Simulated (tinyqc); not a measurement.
# Electron mobility in a silicon inversion layer, empirical terms and Matthiessen rule, step by step

Computed by the program tinyqc: `OMP_NUM_THREADS=1 python tinyqc.py 2510095 2510096 out.jsonl`, one thread of a shared Intel Xeon 2.30GHz, about 0.01 s for the whole run. Printed values are rounded.

Inversion layer of sheet density Ns on a uniformly doped body. The mobility terms are empirical power laws with prefactors chosen for the exercise; adding their inverses (Matthiessen) is itself an approximation.

Parameters, values chosen for the exercise; material values close to those of silicon:
```
symbol,value,unit,meaning
T,250,K,temperature
Eg,1.1,eV,band gap
eps_r,11.8,,relative permittivity of the semiconductor
Nc,2.11e19,cm^-3,conduction-band density of states at T
Nv,1.99e19,cm^-3,valence-band density of states at T
Nb,6.9e17,cm^-3,body doping
Vsb,0,V,reverse body bias
eta,0.5,,weight of the inversion charge in the effective field
Cox,2.06,uF/cm^2,gate capacitance
Ap,425,cm^2/(V s),phonon-limited mobility at 1 MV/cm and 300 K
As,1250,cm^2/(V s),roughness-limited mobility at 1 MV/cm
gs,2,,exponent of the roughness term
Ac,4000,cm^2/(V s),Coulomb prefactor
Nit,1.5e10,cm^-2,charge at the interface
Ns,9.6e12,cm^-2,inversion density
WL,10,,ratio W/L
Vd,0.05,V,drain voltage
I,244,uA,measured linear current
```

Constants: q = 1.602176634e-19 C, kB = 1.380649e-23 J/K, Vt = kB T/q, eps0 = 8.8541878128e-14 F/cm where lengths are in cm. Results are converted to the units shown.

## Depletion charge and effective field

ni = sqrt(Nc Nv) exp(-Eg/(2 Vt)), Eg in volts; Ndep = sqrt(2 eps0 eps_r Nb (2 Vt ln(Nb/ni) + Vsb)/q); E = q (Ndep + eta Ns)/(eps0 eps_r), in MV/cm.

ni = 1.67516e8 cm^-3
Ndep = 2.92987e12 cm^-2
E = 1.18536 MV/cm

The depletion charge gives 37.9 % of the field.

## Mobility terms and their sum

With t = T/(300 K): muC = Ac (Ns/1e12 cm^-2) t/(Nb/1e17 cm^-3 + Nit/1e11 cm^-2), muP = Ap E^(-1/3) t^(-1.75), muS = As E^(-gs); 1/mu is the sum of the inverses.

terms (cm^2/(V s)): Coulomb 4539.01, phonon 552.508, roughness 889.623
mu = 317.026 cm^2/(V s)
shares of 1/mu (%): Coulomb 6.98449, phonon 57.3795, roughness 35.6360

The phonon term limits most.

## Iteration 1: inversion density for the measured current

Ns at the start = 4.8e12 cm^-2

I = (W/L) q Ns mu Vd. E = q (Ndep + eta Ns)/(eps0 eps_r) in MV/cm. With t = T/(300 K): muC = Ac (Ns/1e12 cm^-2) t/(Nb/1e17 cm^-3 + Nit/1e11 cm^-2), muP = Ap E^(-1/3) t^(-1.75), muS = As E^(-gs); 1/mu is the sum of the inverses. Ns(new) = I/((W/L) q mu Vd).

E = 0.817328 MV/cm
mu = 388.497 cm^2/(V s)
Ns after iteration 1 = 7.84011e12 cm^-2

## Iteration 2: inversion density for the measured current

As before.

E = 1.05043 MV/cm
mu = 345.907 cm^2/(V s)
Ns after iteration 2 = 8.80541e12 cm^-2

## Course of the iteration: inversion density for the measured current

Stop when Ns changes by less than 1e5 cm^-2, or after 120 iterations.

Course of the iteration:
```
iteration  Ns (cm^-2)  |change| (cm^-2)
1          7.84011e12           3.04e12
2          8.80541e12           9.65e11
3          9.22912e12           4.24e11
4          9.42781e12           1.99e11
5          9.52345e12           9.56e10
6          9.57004e12           4.66e10
7          9.59286e12           2.28e10
8          9.60407e12           1.12e10
9          9.60959e12            5.51e9
...               ...               ...
17         9.61491e12            1.90e7
18         9.61492e12            9.38e6
19         9.61493e12            4.62e6
20         9.61493e12            2.27e6
21         9.61493e12            1.12e6
22         9.61493e12            5.52e5
23         9.61493e12            2.72e5
24         9.61493e12            1.34e5
25         9.61493e12            6.59e4
```

Converged in 25 iterations. At the end each change is about 0.49 times the one before: linear convergence.

## Split C-V extraction

Vg, point 0 to 12 (V): [0, 0.1, 0.2, 0.3, 0.4, 0.5, 0.6, 0.7, 0.8, 0.9, 1, 1.1, 1.2]
Cgc, point 0 to 12 (uF/cm^2): [1.30796e-5, 4.91386e-4, 0.0183055, 0.519140, 1.90920, 2.05568, 2.05988, 2.06000, 2.06000, 2.06000, 2.06000, 2.06, 2.06]
I, point 0 to 12 (uA): [1.91948e-10, 2.70969e-7, 3.78508e-4, 0.374382, 19.1696, 64.2160, 109.130, 148.198, 180.960, 207.955, 229.921, 247.583, 261.602]

Q(Vg) is the trapezoid sum of Cgc from the first point (where Q is taken as 0); mu_eff = I/((W/L) Q Vd); mu_FE = (dI/dVg)/((W/L) Cox Vd) with a backward difference. Listed from point 4 on.

Q, point 4 to 12 (uC/cm^2): [0.149254, 0.347498, 0.553276, 0.759271, 0.965270, 1.17127, 1.37727, 1.58327, 1.78927]
mu_eff, point 4 to 12 (cm^2/(V s)): [256.872, 369.590, 394.487, 390.368, 374.942, 355.094, 333.879, 312.749, 292.412]
mu_FE, point 4 to 12 (cm^2/(V s)): [182.478, 437.343, 436.061, 379.294, 318.083, 262.089, 213.255, 171.485, 136.100]

At the last point mu_FE is 53 % below mu_eff: where the mobility falls with gate voltage the slope of I understates it.
